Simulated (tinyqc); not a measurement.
Inside a calculation. Method: extended Hueckel theory, for H6-. The parameters take no account of the charge, which enters only through the electron count, and nothing here shows that the anion is bound. One step of it, computed by the program tinyqc.

Task: Orbitals. Solve H C = S C e through S^(-1/2); fill by pairs from the bottom, a degenerate level sharing its electrons equally; each orbital has its largest coefficient positive (the first on a tie).

H (eV), order 1H 1s, 2H 1s, 3H 1s, 4H 1s, 5H 1s, 6H 1s:
$$\begin{pmatrix}
-13.600000 & -12.884545 & -2.176330 & -0.436443 & -0.039181 & -0.005224 \\
-12.884545 & -13.600000 & -8.735547 & -2.176330 & -0.243597 & -0.039181 \\
-2.176330 & -8.735547 & -13.600000 & -12.884545 & -2.176330 & -0.436443 \\
-0.436443 & -2.176330 & -12.884545 & -13.600000 & -8.735547 & -2.176330 \\
-0.039181 & -0.243597 & -2.176330 & -8.735547 & -13.600000 & -12.884545 \\
-0.005224 & -0.039181 & -0.436443 & -2.176330 & -12.884545 & -13.600000
\end{pmatrix}$$

overlap S, order 1H 1s, 2H 1s, 3H 1s, 4H 1s, 5H 1s, 6H 1s:
$$\begin{pmatrix}
1.000000 & 0.541367 & 0.091442 & 0.018338 & 0.001646 & 0.000219 \\
0.541367 & 1.000000 & 0.367040 & 0.091442 & 0.010235 & 0.001646 \\
0.091442 & 0.367040 & 1.000000 & 0.541367 & 0.091442 & 0.018338 \\
0.018338 & 0.091442 & 0.541367 & 1.000000 & 0.367040 & 0.091442 \\
0.001646 & 0.010235 & 0.091442 & 0.367040 & 1.000000 & 0.541367 \\
0.000219 & 0.001646 & 0.018338 & 0.091442 & 0.541367 & 1.000000
\end{pmatrix}$$

valence electrons = 7

Give: orbital energies; occupations; coefficients; sum of one-electron energies.

Result:

orbital energies (eV): [-18.6170, -17.3805, -15.1682, -5.9906, 1.5632, 11.7964]

occupations: [2.0000, 2.0000, 2.0000, 1.0000, 0.0000, 0.0000]

coefficients, order 1H 1s, 2H 1s, 3H 1s, 4H 1s, 5H 1s, 6H 1s:
$$\begin{pmatrix}
0.2023 & 0.3781 & 0.4332 & 0.6090 & -0.7011 & 0.4593 \\
0.2876 & 0.3963 & 0.2310 & -0.4029 & 0.8257 & -0.7413 \\
0.3611 & 0.1211 & -0.4267 & -0.5830 & -0.2647 & 0.9922 \\
0.3611 & -0.1211 & -0.4267 & 0.5830 & -0.2647 & -0.9922 \\
0.2876 & -0.3963 & 0.2310 & 0.4029 & 0.8257 & 0.7413 \\
0.2023 & -0.3781 & 0.4332 & -0.6090 & -0.7011 & -0.4593
\end{pmatrix}$$

sum of one-electron energies = -108.3220 eV
